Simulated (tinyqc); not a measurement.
Empirical pseudopotential in a few plane waves, step by step. One step of it, computed by the program tinyqc.

Problem. Bloch Hamiltonian at G. Basis: the 15 shortest G (labels in 2 pi/a), the same at every k. H(G,G') = c |k + G|^2 delta + VS(|G-G'|^2) cos((G-G').tau) + i VA sin((G-G').tau), tau = a/8 (1,1,1); 1 Ry = 13.605693 eV.

Parameters chosen for this model: fcc lattice, atoms at +/- a/8 (1,1,1); form factors in rydberg at |G|^2 in units of (2 pi/a)^2:
```
parameter                 value      unit
a                      5.540000  angstrom
VS(3)                 -0.255000        Ry
VS(8)                  0.049000        Ry
VS(11)                 0.042000        Ry
VA(3)                         0        Ry
VA(4)                         0        Ry
VA(11)                        0        Ry
hbar^2/2m (2 pi/a)^2   4.900757        eV
```

k point G (2 pi / a): [0, 0, 0]

Give: H(k) at G.

Solution.

H(k) at G (eV):
```
         +0+0+0   -1-1-1   -1-1+1   -1+1-1   -1+1+1   +1-1-1   +1-1+1   +1+1-1
+0+0+0   0.0000   2.4533  -2.4533  -2.4533  -2.4533  -2.4533  -2.4533  -2.4533
-1-1-1   2.4533  14.7023   0.0000   0.0000  -0.6667   0.0000  -0.6667  -0.6667
-1-1+1  -2.4533   0.0000  14.7023   0.6667   0.0000   0.6667   0.0000   0.0000
-1+1-1  -2.4533   0.0000   0.6667  14.7023   0.0000   0.6667   0.0000   0.0000
-1+1+1  -2.4533  -0.6667   0.0000   0.0000  14.7023   0.0000   0.6667   0.6667
+1-1-1  -2.4533   0.0000   0.6667   0.6667   0.0000  14.7023   0.0000   0.0000
+1-1+1  -2.4533  -0.6667   0.0000   0.0000   0.6667   0.0000  14.7023   0.6667
+1+1-1  -2.4533  -0.6667   0.0000   0.0000   0.6667   0.0000   0.6667  14.7023
+1+1+1   2.4533   0.0000  -0.6667  -0.6667   0.0000  -0.6667   0.0000   0.0000
-2+0+0   0.0000  -2.4533  -2.4533  -2.4533   2.4533   0.4041  -0.4041  -0.4041
+0-2+0   0.0000  -2.4533  -2.4533   0.4041  -0.4041  -2.4533   2.4533  -0.4041
+0+0-2   0.0000  -2.4533   0.4041  -2.4533  -0.4041  -2.4533  -0.4041   2.4533
+0+0+2   0.0000  -0.4041   2.4533  -0.4041  -2.4533  -0.4041  -2.4533   0.4041
+0+2+0   0.0000  -0.4041  -0.4041   2.4533  -2.4533  -0.4041   0.4041  -2.4533
+2+0+0   0.0000  -0.4041  -0.4041  -0.4041   0.4041   2.4533  -2.4533  -2.4533

         +1+1+1   -2+0+0   +0-2+0   +0+0-2   +0+0+2   +0+2+0   +2+0+0
+0+0+0   2.4533   0.0000   0.0000   0.0000   0.0000   0.0000   0.0000
-1-1-1   0.0000  -2.4533  -2.4533  -2.4533  -0.4041  -0.4041  -0.4041
-1-1+1  -0.6667  -2.4533  -2.4533   0.4041   2.4533  -0.4041  -0.4041
-1+1-1  -0.6667  -2.4533   0.4041  -2.4533  -0.4041   2.4533  -0.4041
-1+1+1   0.0000   2.4533  -0.4041  -0.4041  -2.4533  -2.4533   0.4041
+1-1-1  -0.6667   0.4041  -2.4533  -2.4533  -0.4041  -0.4041   2.4533
+1-1+1   0.0000  -0.4041   2.4533  -0.4041  -2.4533   0.4041  -2.4533
+1+1-1   0.0000  -0.4041  -0.4041   2.4533   0.4041  -2.4533  -2.4533
+1+1+1  14.7023  -0.4041  -0.4041  -0.4041  -2.4533  -2.4533  -2.4533
-2+0+0  -0.4041  19.6030   0.6667   0.6667  -0.6667  -0.6667   0.0000
+0-2+0  -0.4041   0.6667  19.6030   0.6667  -0.6667   0.0000  -0.6667
+0+0-2  -0.4041   0.6667   0.6667  19.6030   0.0000  -0.6667  -0.6667
+0+0+2  -2.4533  -0.6667  -0.6667   0.0000  19.6030   0.6667   0.6667
+0+2+0  -2.4533  -0.6667   0.0000  -0.6667   0.6667  19.6030   0.6667
+2+0+0  -2.4533   0.0000  -0.6667  -0.6667   0.6667   0.6667  19.6030
```
